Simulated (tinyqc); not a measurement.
Insulator thickness and V0 from two charges.

Question. In an undoped wire Vg - V0 = Q/Cox + Vt ln(Q/Q0) + Vt ln(1 + Q/Q0) at the source, with Q0 = 4 eps0 eps_r Vt/R and Cox = eps0 eox/(R ln(1 + tox/R)). Find Cox, tox and V0.

Inputs (values chosen for the exercise); material values those of a made-up semiconductor:
- T = 250 K (temperature)
- eps_r = 14.1 (relative permittivity of the semiconductor)
- eox = 21.8 (relative permittivity of the gate insulator)
- R = 5 nm (wire radius)

Constants: q = 1.602176634e-19 C, kB = 1.380649e-23 J/K, Vt = kB T/q, eps0 = 8.8541878128e-14 F/cm where lengths are in cm. Results are converted to the units shown.

Qs at Vg = 1.11 and 1.51 V (nC/cm^2): 948.27525  2458.4009

Solution. The two equations are linear in 1/Cox and V0; tox follows by inverting the logarithm.

Cox = 4.18 uF/cm^2
tox = 7.60 nm
V0 = 0.815 V

tinyqc, about 0.03 s, one thread, Intel Xeon 2.30GHz (shared host): `OMP_NUM_THREADS=1 python tinyqc.py 2460141 2460142 out.jsonl`
